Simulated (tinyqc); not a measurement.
Capacitance measurement on a leaky thin oxide: effects of series resistance and leakage: one step of the calculation.

The device is a capacitance C in parallel with a leakage conductance G, in series with Rs and Ls. An impedance meter reports either a parallel pair (Cp, Gp) from Y = 1/Z = Gp + i w Cp or a series pair (Cs, Rm) from Z = Rm + 1/(i w Cs); w = 2 pi f, dissipation D = Gp/(w |Cp|).

Question. True capacitance and conductance. EOT = 3.9 tox/eox; CET = EOT + zc + zp; C = 3.9 eps0 A/CET; G = Jg A/Vs.

Values chosen for this exercise; values of the order met in thin-oxide MOS capacitors:
- eox = 8.8 (relative permittivity of the gate insulator (close to aluminium oxide))
- tox = 4.1 nm (insulator thickness)
- A = 2500 um^2 (gate area)
- zc = 0.54 nm (oxide-equivalent thickness added by the accumulation layer)
- zp = 0.32 nm (oxide-equivalent thickness added by gate depletion)
- Jg = 0.00019 A/cm^2 (gate leakage current density, not matched to the thickness)
- Vs = 0.43 V (voltage for an e-fold rise of the leakage)

Constants: eps0 = 8.8541878128e-14 F/cm where lengths are in cm. Results are converted to the units shown.

Wanted: EOT; CET; C; G.

Answer.

EOT = 1.8170 nm
CET = 2.6770 nm
C = 32.248 pF
G = 0.011047 uS

Program tinyqc, `OMP_NUM_THREADS=1 python tinyqc.py 2022004 2022005 out.jsonl`; Intel Xeon 2.30GHz, shared host, one thread, about 0.01 s.
